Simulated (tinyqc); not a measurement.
Film and buried-oxide thickness from two coupling ratios.

Problem. In a depleted film -dVT/dVb is k1 = Cs Cbox/(Cox (Cs + Cbox)) for a front channel and k2 = Cbox (Cox + Cs)/(Cox Cs) for a back channel, with Cox = eps0 eox/tox, Cs = eps0 eps_r/ts, Cbox = 3.9 eps0/tb. Find ts and tb.

Values chosen for this exercise; band and dielectric values close to those of germanium:
```
symbol  value  unit                                                               meaning
eps_r    15.8                                                       relative permittivity
eox      21.4        relative permittivity of the gate insulator (close to hafnium oxide)
tox        13    nm                                                   insulator thickness
```

coupling ratios for a front and a back channel: 0.069255708  0.17993612

Answer. With y = Cox/Cs and z = Cox/Cbox, 1/k1 = y + z and k2 = (1 + y)/z, so y = (k2/k1 - 1)/(1 + k2); the thicknesses follow from y and z.

ts = 13.0 nm
tb = 31.0 nm

tinyqc, about 0.3 s, one thread, Intel Xeon 2.30GHz (shared host): `OMP_NUM_THREADS=1 python tinyqc.py 2190087 2190088 out.jsonl`
